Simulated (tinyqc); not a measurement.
# Small-signal admittance of a forward-biased p+-n diode: two studies

Holes injected into a neutral base of width wb with an ohmic contact at its end; low injection, p0 far above the equilibrium density. A small voltage v exp(i w t), w = 2 pi f, modulates the edge density by p0 v/Vt, and the small-signal density obeys Dp d2p/dx2 = (1/tau + i w) p.

Values chosen for this exercise; permittivity close to that of 4H silicon carbide:
- T = 300 K (temperature)
- eps_r = 9.7 (relative permittivity)
- Nd = 5.8e16 cm^-3 (donor density of the base)
- Dp = 1.7 cm^2/s (hole diffusion coefficient)
- tau = 9e-8 s (hole lifetime)
- wb = 2.3 um (width of the neutral base)
- p0 = 1.7e14 cm^-3 (excess hole density at the junction edge)
- Na = 1e19 cm^-3 (acceptor density of the p+ side)
- Rs = 0.0001 ohm cm^2 (series resistance)
- f = 3.2e6 Hz (signal frequency)

Constants: q = 1.602176634e-19 C, kB = 1.380649e-23 J/K, Vt = kB T/q, eps0 = 8.8541878128e-14 F/cm where lengths are in cm. Results are converted to the units shown.

Each table varies one quantity; the others keep the values above.

## Admittance against frequency

L = sqrt(Dp tau); direct current J = (q Dp p0/L) coth(wb/L); k = sqrt(1 + i w tau)/L; diffusion admittance Y = (q Dp p0/Vt) k coth(k wb) = G + i w C_diff; junction capacitance C_j = sqrt(q eps0 eps_r Nd/(2 Vr)) in the depletion approximation, with the remaining barrier Vr = Vt ln(Na/p0), a rough value under forward bias; base-width modulation is left out. Measured admittance 1/[Rs + 1/(Y + i w C_j)].

The same in every row: C_j (uF/cm^2) = 0.11856.

Admittance against frequency:
```
f (Hz)     w tau  G (S/cm^2)  C_diff (uF/cm^2)  measured G (S/cm^2)  measured C (uF/cm^2)  phase of the measured Y (degrees)
30000   0.016965      8.6648          0.077226               8.6573               0.19544                            0.24381
1e5     0.056549      8.6648          0.077226               8.6573               0.19544                            0.81266
6e5      0.33929      8.6669          0.077220               8.6595               0.19544                             4.8632
2e6       1.1310      8.6887          0.077158               8.6818               0.19537                             15.790
1e7       5.6549      9.2456          0.075574               9.2519               0.19377                             52.768
4e7       22.619      14.990          0.059788               15.167               0.17781                             71.253
2e8       113.10      34.584          0.027270               37.787               0.14477                             78.266
7e8       395.84      64.500          0.014628               97.631               0.13104                             80.385
3e9       1696.5      133.40         0.0070729               642.64               0.11601                             73.623
```

What does the table show?

G starts at J/Vt = 8.66 S/cm^2 and C_diff at (J tau/(2 Vt))(1 - 2 x/sinh 2x) = 0.0772 uF/cm^2, x = wb/L = 0.588. Between the last two rows G goes as f^(0.50) and C_diff as f^(-0.50); the limits are 1/2 and -1/2, reached when the signal penetrates only sqrt(Dp/w). The measured C is 0.17 % below C_diff + C_j in the first row and 7.7 % below it in the last, the difference being due to Rs.

## Effect of the width of the neutral base

Same model as above.

The same in every row: w tau = 1.810; C_j (uF/cm^2) = 0.1186.

Result of one run:
```
wb (um)  G (S/cm^2)  C_diff (uF/cm^2)  measured G (S/cm^2)  measured C (uF/cm^2)  phase of the measured Y (degrees)
1.5           12.54           0.05164                12.52                0.1698                              15.25
```

What becomes of these results when the width of the neutral base wb is changed from 1.5 to 0.39 um, all else the same?

Result of the changed run:
```
wb (um)  G (S/cm^2)  C_diff (uF/cm^2)  measured G (S/cm^2)  measured C (uF/cm^2)  phase of the measured Y (degrees)
0.39          46.08           0.01368                45.87                0.1310                              3.287
```

The whole series:
```
wb (um)  G (S/cm^2)  C_diff (uF/cm^2)  measured G (S/cm^2)  measured C (uF/cm^2)  phase of the measured Y (degrees)
0.2           89.63          0.007021                88.84                0.1234                              1.599
0.39          46.08           0.01368                45.87                0.1310                              3.287
0.77          23.56           0.02690                23.51                0.1448                              7.059
1.5           12.54           0.05164                12.52                0.1698                              15.25
3             7.224           0.09714                7.221                0.2154                              30.95
6             5.626            0.1521                5.626                0.2703                              44.02
12            5.666            0.1666                5.666                0.2849                              45.31
23            5.671            0.1664                5.671                0.2846                              45.26
```

As wb goes from 0.2 to 23, G goes from 89.6 through a minimum of 5.63 (at wb = 6 among the rows listed) to 5.67 S/cm^2, C_diff rises from 0.00702 to 0.166 uF/cm^2 and the measured C goes from 0.1234 through a maximum of 0.2849 (at wb = 12 among the rows listed) to 0.2846 uF/cm^2. C_diff exceeds C_j for wb = 6, 12, 23.

Numbers from tinyqc (`OMP_NUM_THREADS=1 python tinyqc.py 2890174 2890175 out.jsonl`; about 0.01 s on one thread of a shared Intel Xeon 2.30GHz).
